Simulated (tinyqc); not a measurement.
FCI on RHF in the 6-31g basis, for H2, spin multiplicity 1, step by step. One step of it, computed by the program tinyqc.

Problem. FCI: roots. Diagonalise (each vector has its largest component positive (the first on a tie)); all determinants have Ms = 0, so triplets appear too. The lowest singlet root is the correlation energy.

Occupation strings over the orbitals (2 doubly, a alpha, b beta, 0 empty; spin orbitals ordered 1a 1b 2a 2b ...): 2000 a0b0 b0a0 0200 0a0b 0020 0b0a 0002

H - E(HF) between determinants (hartree), order 2000, a0b0, b0a0, 0200, 0a0b, 0020, 0b0a, 0002:
```
[[0.000000, 0.000000, 0.000000, 0.084019, -0.080057, 0.107411, 0.080057, 0.133773],
 [0.000000, 0.957016, -0.107411, -0.016064, -0.088454, -0.042491, 0.025768, 0.124210],
 [0.000000, -0.107411, 0.957016, 0.016064, 0.025768, 0.042491, -0.088454, -0.124210],
 [0.084019, -0.016064, 0.016064, 1.079244, 0.148929, 0.035145, -0.148929, 0.069979],
 [-0.080057, -0.088454, 0.025768, 0.148929, 1.887234, -0.006465, -0.069979, 0.038231],
 [0.107411, -0.042491, 0.042491, 0.035145, -0.006465, 1.959617, 0.006465, 0.134072],
 [0.080057, 0.025768, -0.088454, -0.148929, -0.069979, 0.006465, 1.887234, -0.038231],
 [0.133773, 0.124210, -0.124210, 0.069979, 0.038231, 0.134072, -0.038231, 2.919588]]
```

Give: lowest roots of this matrix, relative to E(HF); lowest vectors; <S^2> of these roots; weight of the ground state by excitation level 0, 1, 2, ....

Solution.

lowest roots of this matrix, relative to E(HF) (hartree): [-0.0258, 0.8456, 1.0270, 1.0379, 1.8213, 1.9540, 2.0220, 2.9649]

lowest vectors, order 2000, a0b0, b0a0, 0200, 0a0b, 0020, 0b0a, 0002:
```
[[0.9921, 0.0000, -0.0045, 0.0938],
 [0.0067, 0.7056, 0.6909, -0.0820],
 [-0.0067, 0.7056, -0.6909, 0.0820],
 [-0.0838, 0.0000, 0.1419, 0.9617],
 [0.0474, 0.0455, 0.0665, -0.1573],
 [-0.0487, 0.0000, 0.0739, -0.0543],
 [-0.0474, 0.0455, -0.0665, 0.1573],
 [-0.0426, 0.0000, -0.1035, -0.0213]]
```

<S^2> of these roots: [0.0000, 2.0000, 0.0000, 0.0000, 2.0000, 0.0000, 0.0000, 0.0000]

weight of the ground state by excitation level 0, 1, 2, ...: [0.9842, 0.0001, 0.0157]
